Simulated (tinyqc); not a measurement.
Thermionic-field emission through a Schottky barrier, WKB: effect of temperature.

Metal on an n-type semiconductor with one parabolic valley; V > 0 is forward bias (metal positive). Energies E are counted from the conduction edge of the neutral semiconductor, whose Fermi level lies at -xi; that of the metal lies at -xi - V. The barrier is a parabola of height Vd = phi - xi - V (depletion approximation, no image force).

Nc = 2 (2 pi me m0 kB T/h^2)^1.5 (times 1e-6 for cm^-3); Nd = Nc F12(-xi/Vt), F12(x) = (2/sqrt(pi)) int_0^infinity sqrt(u)/(1 + exp(u - x)) du; E00 = (hbar/2) sqrt(Nd/(me m0 eps0 eps_r)) in SI units (volts). For E < Vd, ln T(E) = -(Vd/E00) [sqrt(1 - y) - y ln((1 + sqrt(1 - y))/sqrt(y))], y = E/Vd; T(E) = 1 above. J = A* T (q/kB) int_0^infinity T(E) N(E) dE, N = ln[(1 + exp((-xi - E)/Vt))/(1 + exp((-xi - V - E)/Vt))], A* = 4 pi q me m0 kB^2/h^3 (times 1e-4 for A/(cm^2 K^2)). The integral is converged to the digits shown; the share over the barrier is that of E > Vd, and 0 means below 1e-6 %. phi is held fixed. By a common rule of thumb, E00/Vt below 0.5 marks thermionic emission, 0.5 to 5 thermionic-field emission and above 5 field emission.

Values chosen for this exercise; band and dielectric values close to those of gallium arsenide:

| symbol | value | unit | meaning |
|---|---|---|---|
| me | 0.0662 | m0 | electron mass |
| eps_r | 12.8 |  | relative permittivity |
| phi | 0.37 | eV | barrier height seen from the metal |
| Nd | 1.2e19 | cm^-3 | donor density |
| V | 0.087 | V | bias |

Constants: q = 1.602176634e-19 C, kB = 1.380649e-23 J/K, eps0 = 8.8541878128e-12 F/m, hbar = 1.054571817e-34 J s, h = 6.62607015e-34 J s, m0 = 9.1093837015e-31 kg, Vt = kB T/q. Results are converted to the units shown.

Effect of temperature:
```
T (K)	E00/Vt	J (A/cm^2)	share over the barrier (%)	mean E/Vd
100	8.108	4.058e5	0	0.3588
150	5.405	4.192e5	0	0.3659
200	4.054	4.383e5	5.33e-6	0.3757
250	3.243	4.634e5	2.08e-4	0.3883
300	2.703	4.950e5	2.46e-3	0.4033
400	2.027	5.792e5	0.0550	0.4399
500	1.622	6.936e5	0.349	0.4825
```

What does the table show?

J rises from 4.06e5 to 6.94e5 A/cm^2, and the mean E/Vd rises from 0.359 to 0.483, as E00/Vt falls from 8.11 (field emission) to 1.62 (thermionic-field emission). Between the first two rows J changes by a factor of 1.03, between the last two by 1.20.

Range of the model: The depletion approximation, a parabolic band and the neglect of image-force lowering make these currents estimates at high doping.

Numbers from tinyqc (`OMP_NUM_THREADS=1 python tinyqc.py 2640040 2640041 out.jsonl`; about 0.01 s on one thread of a shared Intel Xeon 2.30GHz).
